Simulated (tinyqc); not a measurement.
Ways to converge the cycle: SCF convergence aids in the sto-6g basis, for BeH, spin multiplicity 2. Computed by the program tinyqc with PySCF. UHF with one setting changed at a time; a run stops when the energy changes by less than 1e-09 hartree and the error matrix is below 1e-5. The start is the Wolfsberg-Helmholz matrix. Damping d keeps d of the old density; a shift (hartree) raises the virtual levels; DIIS n extrapolates F over n matrices.

Geometry (angstrom):
```
atom       x       y       z
Be    0.0000  0.0000  0.0000
H     0.0000  0.0000  2.5140
```

lowest solution found by these runs and by PySCF with stability checks = -14.983273 hartree

Largest element of the error matrix X^T (FDS - SDF) X:
```
iteration    plain  damping 0.3  damping 0.6  shift 0.4   DIIS 3   DIIS 8
1          2.1e-01      2.1e-01      2.1e-01    2.1e-01  2.1e-01  2.1e-01
2          8.5e-02      4.4e-02      1.1e-01    1.0e-01  8.5e-02  8.5e-02
3          7.0e-02      5.2e-02      6.0e-02    5.1e-02  6.2e-02  6.2e-02
4          7.3e-02      5.8e-02      4.3e-02    4.7e-02  6.0e-02  6.0e-02
5          6.4e-02      6.5e-02      4.6e-02    5.7e-02  6.1e-02  6.7e-02
6          3.9e-02      6.7e-02      5.4e-02    6.6e-02  6.9e-02  4.0e-02
8          7.8e-03      4.3e-02      6.5e-02    7.6e-02  1.5e-02  1.7e-02
10         2.6e-03      1.8e-02      6.4e-02    6.4e-02  8.7e-03  9.1e-04
14         4.2e-04      3.4e-03      3.6e-02    1.8e-02  3.0e-04  1.8e-07
20         2.7e-05      6.0e-04      8.6e-03    5.2e-03  1.1e-05        -
30               -      3.0e-05      1.5e-03    5.4e-04        -        -
45               -            -      1.4e-04    1.7e-05        -        -
60               -            -      1.3e-05          -        -        -
```

How each run ends:
```
run          iterations  E (hartree)                                                        state
plain                23    -14.91855                                                       higher
damping 0.3          34    -14.91855                                                       higher
damping 0.6         >60    -14.91855  falls steadily but slowly, by a factor of about 0.85 a step
shift 0.4            48    -14.91855                                                       higher
DIIS 3               22    -14.77992                                                       higher
DIIS 8               14    -14.77992                                                       higher
```

What does the comparison show, and why?

No run reaches the lowest solution found. Ending on a higher stationary point: plain, damping 0.3, shift 0.4, DIIS 3, DIIS 8; a small error matrix cannot reveal that, and an occupation fixed by the start is kept by symmetry or by the shape of the basin. Not converged: damping 0.6. Plain steps already contract here, so damping only slows them. DIIS 3 and DIIS 8 gain by cancelling the error over several earlier matrices, much as a quasi-Newton step does.
